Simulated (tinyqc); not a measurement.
# p-n diode, drift-diffusion by the Gummel loop with Scharfetter-Gummel fluxes, step by step

Numbers from tinyqc (`OMP_NUM_THREADS=1 python tinyqc.py 2240115 2240116 out.jsonl`; about 0.2 s on one thread of a shared Intel Xeon 2.30GHz). Printed values are rounded.

Abrupt junction at x = 0, p side from -Lp, n side to Ln, ohmic contacts. psi is counted from the intrinsic level; n = ni exp((psi - phin)/Vt), p = ni exp((phip - psi)/Vt). Contacts: p side psi = V - Vt ln(Na/ni), p = Na, n = ni^2/Na; n side psi = Vt ln(Nd/ni), n = Nd, p = ni^2/Nd. Constant mobilities, D = mu Vt, Boltzmann statistics, SRH recombination through a mid-gap level, U = (n p - ni^2)/(tp (n + ni) + tn (p + ni)). Current is positive from the p contact to the n contact.

Parameters, values chosen for the exercise; band and dielectric values close to those of cadmium telluride: temperature T = 300 K; band gap Eg = 1.51 eV; relative permittivity eps_r = 10.1; conduction-band density of states at T Nc = 8.15e17 cm^-3; valence-band density of states at T Nv = 1.8e19 cm^-3; acceptor density of the p side Na = 2.5e17 cm^-3; donor density of the n side Nd = 7.4e16 cm^-3; electron mobility mun = 400 cm^2/(V s); hole mobility mup = 46 cm^2/(V s); SRH lifetime of electrons tn = 4e-8 s; SRH lifetime of holes tp = 2e-9 s; uniform generation rate G = 0 cm^-3 s^-1; bias of the p contact V = 0.65 V.

Constants: q = 1.602176634e-19 C, kB = 1.380649e-23 J/K, Vt = kB T/q, eps0 = 8.8541878128e-14 F/cm where lengths are in cm. Results are converted to the units shown.

## Intrinsic density and built-in voltage

ni = sqrt(Nc Nv) exp(-Eg/(2 Vt)), Eg in volts; Vbi = Vt ln(Na Nd/ni^2).

ni = 7.939137e5 cm^-3
Vbi = 1.337418 V

## Round 1: Poisson equation

```
node	x (nm)	phin at the start (V)	phip at the start (V)
0	-7700	0.65	0.65
1	-2490	0	0.65
2	-799	0	0.65
3	-247	0	0.65
4	-67.9	0	0.65
5	-9.5	0	0.65
6	9.5	0	0.65
7	55.6	0	0.65
8	168	0	0.65
9	439	0	0.65
10	1100	0	0.65
11	2700	0	0
```

With phin and phip held, solve a_i (psi_(i+1) - psi_i) - a_(i-1) (psi_i - psi_(i-1)) + q w_i (p_i - n_i + C_i) = 0 for the inner nodes by Newton steps to convergence; a_i = eps0 eps_r/h_i, h_i = x_(i+1) - x_i, w_i = (h_(i-1) + h_i)/2, C = -Na or +Nd.

```
node	psi (V)	n after Poisson (cm^-3)	p after Poisson (cm^-3)
0	-0.0344448	2.521196e-6	2.5e17
1	-0.0344448	2.094720e5	2.5e17
2	-0.0344448	2.094720e5	2.500000e17
3	-0.0344446	2.094738e5	2.499978e17
4	-0.0341903	2.115441e5	2.475512e17
5	-0.0036819	6.885258e5	7.605815e16
6	0.2353880	7.146909e9	7.327363e12
7	0.6164867	1.804237e16	2.902502e6
8	0.6526446	7.306687e16	7.167133e5
9	0.6529722	7.399855e16	7.076895e5
10	0.6529727	7.400000e16	7.076757e5
11	0.6529727	7.4e16	8.517553e-6
```

## Round 1: electron continuity

With psi and p held, F_i = (mun Vt/h_i) [n_(i+1) B(d_i) - n_i B(-d_i)], d_i = (psi_(i+1) - psi_i)/Vt, B(d) = d/(exp(d) - 1); solve F_i - F_(i-1) = w_i [(n_i p_i - ni^2)/den_i - G] for the new n, with den = tp (n + ni) + tn (p + ni) taken at the old n and p, h_i = x_(i+1) - x_i, w_i = (h_(i-1) + h_i)/2; phin = psi - Vt ln(n/ni).

```
node	new n (cm^-3)	phin after round 1 (V)
0	2.521196e-6	0.6500000
1	1.225073e5	0.0138675
2	1.795504e5	0.0039847
3	2.008601e5	0.0010855
4	2.101124e5	0.0001756
5	6.884386e5	0.0000033
6	7.146891e9	0.0000001
7	1.804237e16	0.0000000
8	7.306687e16	0.0000000
9	7.399855e16	0.0000000
10	7.400000e16	0.0000000
11	7.4e16	0.0000000
```

## Round 1: hole continuity

With psi and the new n held, F_i = (mup Vt/h_i) [p_(i+1) B(-d_i) - p_i B(d_i)], d_i = (psi_(i+1) - psi_i)/Vt, B(d) = d/(exp(d) - 1); solve F_i - F_(i-1) = w_i [(n_i p_i - ni^2)/den_i - G] for the new p, with den = tp (n + ni) + tn (p + ni) taken at the new n and the old p, h_i = x_(i+1) - x_i, w_i = (h_(i-1) + h_i)/2; phip = psi + Vt ln(p/ni).

```
node	new p (cm^-3)	phip after round 1 (V)
0	2.5e17	0.6500000
1	2.500000e17	0.6500000
2	2.500000e17	0.6500000
3	2.499978e17	0.6500000
4	2.475512e17	0.6500000
5	7.605815e16	0.6500000
6	7.327363e12	0.6500000
7	2.894655e6	0.6499300
8	6.213019e5	0.6463068
9	3.324048e5	0.6304649
10	72974.81	0.5912676
11	8.517553e-6	0.0000000
```

## Course of the Gummel loop

Stop when phin and phip change by less than 1e-8 V, or after 80 rounds. J = Jn at the p contact + Jp at the n contact + q sum w_i U_i - q G sum w_i over the inner nodes, which avoids differences of large majority fluxes: Jn = (q mun Vt/h_0)[n_1 B(d_0) - n_0 B(-d_0)], Jp = (q mup Vt/h_last)[p_(N-1) B(d_last) - p_N B(-d_last)], d_i = (psi_(i+1) - psi_i)/Vt, B(d) = d/(exp(d) - 1), w_i = (h_(i-1) + h_i)/2.

Course of the iteration:
```
round	J (A/cm^2)	largest change of phin, phip (V)
1	9.864468e-8	0.0587
2	9.864468e-8	6.27e-12
```

Converged in 2 rounds.

## Recombination and current

```
node	converged psi (V)	converged n (cm^-3)	converged p (cm^-3)
0	-0.0344448	2.521196e-6	2.5e17
1	-0.0344448	1.225073e5	2.5e17
2	-0.0344448	1.795504e5	2.500000e17
3	-0.0344446	2.008601e5	2.499978e17
4	-0.0341903	2.101124e5	2.475512e17
5	-0.0036819	6.884386e5	7.605815e16
6	0.2353880	7.146891e9	7.327363e12
7	0.6164867	1.804237e16	2.894655e6
8	0.6526446	7.306687e16	6.213019e5
9	0.6529722	7.399855e16	3.324048e5
10	0.6529727	7.400000e16	72974.81
11	0.6529727	7.4e16	8.517553e-6
```

U_i as defined. J = Jn at the p contact + Jp at the n contact + q sum w_i U_i - q G sum w_i over the inner nodes, which avoids differences of large majority fluxes: Jn = (q mun Vt/h_0)[n_1 B(d_0) - n_0 B(-d_0)], Jp = (q mup Vt/h_last)[p_(N-1) B(d_last) - p_N B(-d_last)], d_i = (psi_(i+1) - psi_i)/Vt, B(d) = d/(exp(d) - 1), w_i = (h_(i-1) + h_i)/2.

U, node 0 to 11 (cm^-3 s^-1): 0  3.062681e12  4.488760e12  5.021503e12  5.252811e12  1.721096e13  1.786635e17  1.447328e15  3.106510e14  1.662024e14  3.648740e13  0
Jn at the p contact = 3.895728e-10 A/cm^2
Jp at the n contact = 8.689911e-11 A/cm^2
recombination = 9.816821e-8 A/cm^2
generation = 0 A/cm^2
J = 9.864468e-8 A/cm^2

A 500-node mesh gives J = 2.015e-6 A/cm^2; this mesh differs from it by -1.9e-6 A/cm^2 (-95 %).
